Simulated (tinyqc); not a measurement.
# Short-channel transistor, virtual-source model with series resistance: effects of single changes

The current per gate width is the charge at the top of the source barrier (the virtual source) times its velocity times a saturation function; al and be are fitting constants of the model. Units: I in uA/um, Rs in ohm um, so I Rs = 1e-6 I Rs in volts; Q in uC/cm^2, so I = 1e-4 Q vx0 Fsat with vx0 in cm/s.

Parameters, values chosen for the exercise:
- T = 293 K (temperature)
- Cinv = 2.75 uF/cm^2 (inversion capacitance)
- vx0 = 8.07e6 cm/s (velocity at the virtual source)
- mu = 740 cm^2/(V s) (apparent mobility)
- L = 20 nm (channel length)
- VT0 = 0.397 V (threshold at zero drain voltage)
- dl = 0.172 V/V (drain-induced barrier lowering)
- n0 = 1.54 (subthreshold factor)
- nd = 0.2 1/V (growth of n with drain voltage)
- al = 3.5 (threshold shift (in units of Vt) from weak to strong inversion)
- be = 1.6 (sharpness of saturation)
- Rs = 150 ohm um (series resistance of each contact)

Constants: q = 1.602176634e-19 C, kB = 1.380649e-23 J/K, Vt = kB T/q. Results are converted to the units shown.

Each table varies one quantity; the others keep the values above.

## Effect of the threshold at zero drain voltage on the on and off currents

Intrinsic voltages Vg' = Vgs - I Rs, Vd' = Vds - 2 I Rs. n = n0 + nd Vd', VT = VT0 - dl Vd', Ff = 1/(1 + exp((Vg' - VT + al Vt/2)/(al Vt))), Q = Cinv n Vt ln(1 + exp((Vg' - VT + al Vt Ff)/(n Vt))), Vdsat = (vx0 L/mu)(1 - Ff) + Vt Ff, Fsat = u/(1 + u^be)^(1/be) with u = Vd'/Vdsat, and I = Q vx0 Fsat per width. I is solved self-consistently. Ion is I at Vgs = Vds = 0.75 V, Ioff at Vgs = 0, Vds = 0.75 V, and Rlin = Vds/I at Vgs = 0.75 V, Vds = 0.05 V.

Effect of the threshold at zero drain voltage on the on and off currents:
```
VT0 (V)	Ion (uA/um)	Ioff (nA/um)	log10(Ion/Ioff)	Rlin (ohm um)
0.15	1114	7.266e4	1.185	317.4
0.2	1038	4.064e4	1.407	319.1
0.25	961.9	1.985e4	1.685	321.2
0.3	886.0	8444	2.021	323.8
0.35	810.1	3197	2.404	327.1
0.4	734.4	1115	2.819	331.5
0.45	659.0	370.1	3.251	337.5
0.5	584.0	119.2	3.690	346.2
```

What does the table show?

As VT0 goes from 0.15 to 0.5 V, Ion falls from 1110 to 584 uA/um, Ioff falls from 72700 to 119 nA/um and Rlin rises from 317 to 346 ohm um. Ion changes by a factor of 0.524 and Ioff by 0.00164. The off current depends on it through an exponential, the on current about linearly. For VT0 = 0.15 to 0.4 V the off current passes 1 uA/um, so the device is hardly off at Vgs = 0.

## Effect of the velocity at the virtual source on the on and off currents

Same model as above.

Effect of the velocity at the virtual source on the on and off currents:
```
vx0 (cm/s)	Ion (uA/um)	Ioff (nA/um)	log10(Ion/Ioff)	Rlin (ohm um)
5e6	519.1	739.0	2.847	333.5
7.1e6	675.4	1048	2.809	331.6
1e7	852.3	1473	2.762	330.6
1.4e7	1043	2056	2.705	330.1
2e7	1251	2925	2.631	329.7
2.8e7	1440	4073	2.548	329.5
4e7	1615	5770	2.447	329.4
```

What does the comparison show?

As vx0 goes from 5e6 to 4e7 cm/s, Ion rises from 519 to 1610 uA/um, Ioff rises from 739 to 5770 nA/um and Rlin falls from 334 to 329 ohm um. Ion changes by a factor of 3.11 and Ioff by 7.81. For vx0 = 7.1e6 to 4e7 cm/s the off current passes 1 uA/um, so the device is hardly off at Vgs = 0.

## Effect of the drain-induced barrier lowering on the on and off currents

Same model as above.

Result of one run:
```
dl (V/V)	Ion (uA/um)	Ioff (nA/um)	log10(Ion/Ioff)	Rlin (ohm um)
0.04	627.2	130.6	3.681	331.3
```

What becomes of these results when the drain-induced barrier lowering dl is changed from 0.04 to 0.16 V/V, all else the same?

Result of the changed run:
```
dl (V/V)	Ion (uA/um)	Ioff (nA/um)	log10(Ion/Ioff)	Rlin (ohm um)
0.16	729.3	979.3	2.872	331.2
```

The whole series:
```
dl (V/V)	Ion (uA/um)	Ioff (nA/um)	log10(Ion/Ioff)	Rlin (ohm um)
0	590.7	65.68	3.954	331.3
0.04	627.2	130.6	3.681	331.3
0.08	662.5	258.2	3.409	331.2
0.12	696.5	506.0	3.139	331.2
0.16	729.3	979.3	2.872	331.2
0.2	761.1	1863	2.611	331.2
0.24	791.7	3462	2.359	331.2
0.28	821.3	6233	2.120	331.1
```

As dl goes from 0 to 0.28 V/V, Ion rises from 591 to 821 uA/um, Ioff rises from 65.7 to 6230 nA/um and Rlin stays near 331 ohm um. Ion changes by a factor of 1.39 and Ioff by 94.9. The off current depends on it through an exponential, the on current about linearly. For dl = 0.2 to 0.28 V/V the off current passes 1 uA/um, so the device is hardly off at Vgs = 0.

Numbers from tinyqc (`OMP_NUM_THREADS=1 python tinyqc.py 2380147 2380148 out.jsonl`; about 0.02 s on one thread of a shared Intel Xeon 2.30GHz).
